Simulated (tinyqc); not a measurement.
Resistance of a source-drain extension with a graded tip: two steps of the calculation.

y runs along the channel, the gate covers y > 0. The doping is N0 for y < y0 and N0 10^(-(y - y0)/la) beyond, uniform over the depth xj. Sheet conductance s(y) = q mu(N) max(N - Nch, 0) xj + (for y > 0) ma Cox Vo, with mu(N) = u0 + (u1 - u0)/(1 + (N/Nr)^au) and Cox = eps0 eox/tox. Current is taken as one-dimensional; depletion of the tip, spreading and the contact are left out. The metallurgical junction lies at yj, where N = Nch.

Values chosen for this exercise; mobility law close to that of electrons in silicon: relative permittivity of the gate insulator (close to silicon dioxide) eox = 3.9; insulator thickness tox = 1.7 nm; active doping of the extension far from the gate N0 = 1.8e20 cm^-3; lateral abruptness la = 5.9 nm/decade; position under the gate where the fall begins (gate edge at 0) y0 = 4.5 nm; depth of the extension xj = 29 nm; channel doping Nch = 5.6e17 cm^-3; gate overdrive Vo = 0.69 V; mobility of the gate-induced layer ma = 170 cm^2/(V s); mobility at low doping u1 = 1414 cm^2/(V s); mobility at high doping u0 = 68.5 cm^2/(V s); reference doping Nr = 9.2e16 cm^-3; exponent au = 0.711; gate length Lg = 60 nm.

Constants: q = 1.602176634e-19 C, eps0 = 8.8541878128e-14 F/cm where lengths are in cm. Results are converted to the units shown.

Problem 1. Sheet resistances and junction position. yj = y0 + la log10(N0/Nch); sheet resistance of the full extension 1/[q mu(N0)(N0 - Nch) xj] and of the gate-induced layer 1/(ma Cox Vo); metallurgical length Lg - 2 yj; ye is where the doped and the gate-induced conductances are equal.

Give: yj; sheet resistance of the extension; sheet resistance of the induced layer; metallurgical length; ye; N at ye.

Solution 1.

yj = 19.29 nm
sheet resistance of the extension = 160.7 ohm/square
sheet resistance of the induced layer = 4197 ohm/square
metallurgical length = 21.42 nm
ye = 14.37 nm
N at ye = 3.819e18 cm^-3

The gate takes over 4.92 nm before the junction, where N is still 6.82 times the channel doping.

Problem 2. Resistance of the overlapped part. Midpoint rule on 9 equal steps from 0 to yj: R_ov = sum h/s(y), per width.

Wanted: y; N; doped conductance; sheet resistance; R_ov.

Solution 2.

y, point 0 to 8 (nm): [1.0718, 3.2153, 5.3588, 7.5024, 9.6459, 11.789, 13.933, 16.076, 18.220]
N, point 0 to 8 (cm^-3): [1.8000e20, 1.8000e20, 1.2874e20, 5.5770e19, 2.4159e19, 1.0466e19, 4.5338e18, 1.9641e18, 8.5083e17]
doped conductance, point 0 to 8 (uS): [6221.2, 6221.2, 4541.5, 2116.1, 1026.9, 521.97, 272.81, 134.13, 40.269]
sheet resistance, point 0 to 8 (ohm/square): [154.81, 154.81, 209.22, 424.74, 790.41, 1315.4, 1956.7, 2685.3, 3590.2]
R_ov = 24.182 ohm um

Numbers from tinyqc (`OMP_NUM_THREADS=1 python tinyqc.py 2282219 2282220 out.jsonl`; about 0.03 s on one thread of a shared Intel Xeon 2.30GHz).
